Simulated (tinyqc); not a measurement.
Worked calculation: defect equilibria of an oxide against oxygen pressure (mass action). Computed by tinyqc, a small Python program that keeps every step. Command: `OMP_NUM_THREADS=1 python tinyqc.py 3013035 3013036 out.jsonl brouwer walk`. One thread of a shared host (Intel(R) Xeon(R) Processor @ 2.30GHz), about 0.01 s of CPU time with the checks. Intermediate numbers are printed to about 5 digits and carried at full precision; extremes and crossings named in words are read from the listed rows.

Defects: oxygen vacancies V (charge +2), electrons n, holes p, the ionic partner X = V_M'''' (charge -4), and the dopant. Activities are taken equal to concentrations.

Inputs (values chosen for the exercise, for a model oxide):
```
quantity                           value             unit
reduction enthalpy H_r              5.31               eV
prefactor K_r0                   1.1e+68  cm^-9 atm^(1/2)
gap E_g                             3.26               eV
prefactor N_c N_v                  4e+42            cm^-6
disorder enthalpy H_s               4.04               eV
prefactor K_s0                   9.1e+66            cm^-9
dopant density N_d               8.9e+18            cm^-3
temperature T                       1300                K
oxygen pressure P                  1e-16              atm
electron mobility mu_n              0.11       cm^2/(V s)
hole mobility mu_p                   1.4       cm^2/(V s)
vacancy diffusion prefactor D_0     0.02           cm^2/s
vacancy migration energy E_m        0.95               eV
```

Ionic disorder: Schottky, oxide MO2. Dopant (singly charged, fully ionised): acceptor.

Constants: k_B = 8.617333262e-05 eV/K; e = 1.602176634e-19 C.

## Equilibrium constants

K_r = K_r0 exp(-H_r/k_B T) = [V] n^2 P^(1/2); K_i = N_c N_v exp(-E_g/k_B T) = n p; K_s = K_s0 exp(-H_s/k_B T) = [X] [V]^2.

K_r = 2.8565e+47 cm^-9 atm^(1/2)

K_i = 9.2013e+29 cm^-6

K_s = 1.9814e+51 cm^-9

## Trial electron densities

Neutrality: 2 [V] + p = n + 4 [X] + N_d. With n as the unknown, [V] = K_r/(n^2 P^(1/2)), p = K_i/n, [X] = K_s/[V]^2; the log ratio is ln(positive/negative).

Densities (cm^-3):
```
n                [V]           p         [X]  log ratio
1.00e+16  2.8565e+23  9.2013e+13  2.4282e+04     11.069
1.00e+17  2.8565e+21  9.2013e+12  2.4282e+08      6.453
1.00e+18  2.8565e+19  9.2013e+11  2.4282e+12      1.753
1.00e+19  2.8565e+17  9.2013e+10  2.4282e+16     -3.504
1.00e+20  2.8565e+15  9.2013e+09  2.4282e+20    -12.150
```

## Solution at the given pressure

The root is found by 60 bisections in ln n between n = 1e-10 and 1e25 cm^-3.

n = 2.2623e+18 cm^-3

[V] = 5.5813e+18 cm^-3

p = 4.0672e+11 cm^-3

[X] = 6.3605e+13 cm^-3

The largest terms give the Brouwer balance 2 [V] = N_d; the smaller of the two terms is 80 % of the total charge of one sign, so the point lies near a boundary between regimes.

## Conductivities

sigma_n = e n mu_n, sigma_p = e p mu_p, sigma_ion = 2 e [V] mu_V with mu_V = 2 e D/(k_B T) and D = D_0 exp(-E_m/k_B T); only the oxygen vacancies carry ionic current, and the ionic transport number is sigma_ion over the total.

sigma_n = 0.039871 S/cm

sigma_p = 9.1229e-08 S/cm

sigma_ion = 1.3253e-04 S/cm

total conductivity = 0.040003 S/cm

ionic transport number = 0.0033129

The conductor is mainly n-type electronic here.

## Brouwer diagram

The slope is d log n / d log P from this row and the one above; the last column names the largest term on each side. Pressures that give more than 3e21 cm^-3 are left out.

Log10 of the densities in cm^-3:
```
log10 P (atm)       n     [V]       p     [X]  slope of n      balance
-32            21.252  20.953   8.712   9.392           -    2 [V] = n
-28            20.582  20.291   9.382  10.714    -0.16732    2 [V] = n
-24            19.904  19.648  10.060  12.000    -0.16965    2 [V] = n
-20            19.186  19.084  10.778  13.130    -0.17941    2 [V] = n
-16            18.355  18.747  11.609  13.803    -0.20788  2 [V] = N_d
-12            17.398  18.660  12.566  13.976    -0.23921  2 [V] = N_d
-8             16.403  18.650  13.561  13.998    -0.24865  2 [V] = N_d
-4             15.404  18.648  14.560  14.000    -0.24986  2 [V] = N_d
0              14.404  18.648  15.560  14.001    -0.24997  2 [V] = N_d
```

Regimes: 2 [V] = n from log P = -32 to -20, where that balance predicts a slope of -1/6 and the table comes as close as -0.167; 2 [V] = N_d from log P = -16 to 0, where that balance predicts a slope of -1/4 and the table comes as close as -0.250. Rows with n or p near or above sqrt(N_c N_v) are degenerate, and n p = K_i is then only nominal.

## Conductivity against oxygen pressure

The formulas are those given above.

Log10 of the conductivities in S/cm:
```
log10 P (atm)   n-type   p-type    ionic    total  ionic transport number
-28             0.8284  -9.2676  -2.3332   0.8287                 0.00069
-24             0.1498  -8.5890  -2.9760   0.1501                 0.00075
-20            -0.5678  -7.8714  -3.5408  -0.5674                 0.00106
-16            -1.3993  -7.0399  -3.8777  -1.3979                 0.00331
-12            -2.3562  -6.0830  -3.9640  -2.3455                 0.02407
-8             -3.3508  -5.0884  -3.9748  -3.2518                 0.18923
-4             -4.3502  -4.0890  -3.9759  -3.6349                 0.45595
0              -5.3501  -3.0891  -3.9762  -3.0341                 0.11425
```

The ionic transport number stays at or below about 0.46: no electrolytic window. The total is lowest at log P = -4, between the n-type and the p-type branch.

Checks made by the program: the three mass-action laws (relative difference below 1e-10).
